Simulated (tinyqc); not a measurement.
Worked calculation: three-band tight binding of a dichalcogenide monolayer. Values are carried at full precision from step to step, so a last printed digit may differ when a step is redone from the rounded ones.

Basis dz2, dxy, dx2-y2 on a triangular lattice, nearest neighbours; alpha = kx a/2, beta = sqrt3 ky a/2. h0 = e1 + 2 t0 (cos 2alpha + 2 cos alpha cos beta); h1 = -2 sqrt3 t2 sin alpha sin beta + 2i t1 (sin 2alpha + sin alpha cos beta); h2 = 2 t2 (cos 2alpha - cos alpha cos beta) + 2i sqrt3 t1 cos alpha sin beta; h11 = e2 + 2 t11 cos 2alpha + (t11 + 3 t22) cos alpha cos beta; h22 = e2 + 2 t22 cos 2alpha + (3 t11 + t22) cos alpha cos beta; h12 = sqrt3 (t22 - t11) sin alpha sin beta + 4i t12 sin alpha (cos alpha - cos beta) + i lam sz. H = [[h0, h1, h2], [., h11, h12], [., ., h22]], Hermitian; the lowest band of each spin is filled. K = (4 pi/3a, 0), M = (pi/a, pi/(sqrt3 a)).

Inputs chosen for the exercise (near a published set for monolayer MoTe2; not measured data): a = 3.547 angstrom (lattice constant); e1 = 0.61 eV (level of dz2); e2 = 1.965 eV (level of dxy and dx2-y2); t0 = -0.172 eV (hopping); t1 = 0.229 eV (hopping); t2 = 0.381 eV (hopping); t11 = 0.204 eV (hopping); t12 = 0.237 eV (hopping); t22 = 0.256 eV (hopping); lam = 0.105 eV (spin-orbit constant); sz = 1 (spin); k = (0.12, 0.41) 1/angstrom (wave vector).

## H at one k

Form alpha, beta and the matrix.

alpha, beta (rad): 0.21282  1.25943

H (eV), lower triangle (Hermitian):
```
,z2,xy,x2-y2
z2,0.0907
xy,-0.2654-0.2187i,2.6277
x2-y2,0.4658-0.7381i,0.0181-0.2394i,2.6912
```

## Levels and weights

Diagonalise H.

levels (eV): -0.2306  2.6299  3.0102

weights:
```
,band 1,band 2,band 3
z2,0.895,0.053,0.052
xy,0.019,0.843,0.137
x2-y2,0.086,0.103,0.810
```

## Closed forms at K and Gamma

Three-band model of dz2 (level e1) and dxy, dx2-y2 (level e2), spin sz = +/-1; t1 and t2 drop out at these points. At K: e2 - (3/2)(t11 + t22) - 3 sqrt3 t12 + lam sz (valence), e1 - 3 t0 (conduction), e2 - (3/2)(t11 + t22) + 3 sqrt3 t12 - lam sz. At Gamma: e1 + 6 t0 (valence) and e2 + 3 (t11 + t22) -/+ lam.

Levels (eV):
```
point,band 1,band 2,band 3
"K, spin up",0.1485,1.1260,2.4015
"K, spin down",-0.0615,1.1260,2.6115
Gamma,-0.4220,3.2400,3.4500
```

smallest direct gap at K = 0.9775 eV
Ev(K) - Ev(Gamma) = 0.5705 eV

Of the two points, the valence band is higher at K, by 571 meV. The dz2 conduction state at K has no atomic orbital angular momentum (Lz = 0) and is not split at this order.

## Bands for both spins

The two lowest bands at the points named.

Levels (eV):
```
k,"v, up","c, up","v, down","c, down"
G,-0.4220,3.2400,-0.4220,3.2400
G-K 0.25,-0.2986,2.9474,-0.3054,2.9356
G-K 0.5,-0.1539,2.4339,-0.2041,2.3137
G-K 0.6,-0.1407,2.1691,-0.2184,2.0377
G-K 0.75,-0.0801,1.6588,-0.2060,1.5815
G-K 0.9,0.0831,1.2333,-0.1032,1.2121
K,0.1485,1.1260,-0.0615,1.1260
K-M 0.5,-0.1031,1.3831,-0.2243,1.3564
M,-0.2799,1.3990,-0.2799,1.3990
M-G 0.5,-0.1886,2.3572,-0.1886,2.3572
```

The spins are degenerate from M to Gamma, since a vertical mirror plane holds this line and flips sz, and the valence splitting is largest at K (210 meV). The lowest conduction level listed is at K. With nearest neighbours alone the model is made for the neighbourhood of K.

## Checks

- Closed forms at K against the matrix: they agree to 1e-10 or better.

Computed by tinyqc, a small Python program: `OMP_NUM_THREADS=1 python tinyqc.py 1451349 1451350 out.jsonl` (the numbers bound the seed that draws the inputs); one thread of a shared host (Intel(R) Xeon(R) Processor @ 2.30GHz), about 0.02 s for the whole set of steps.
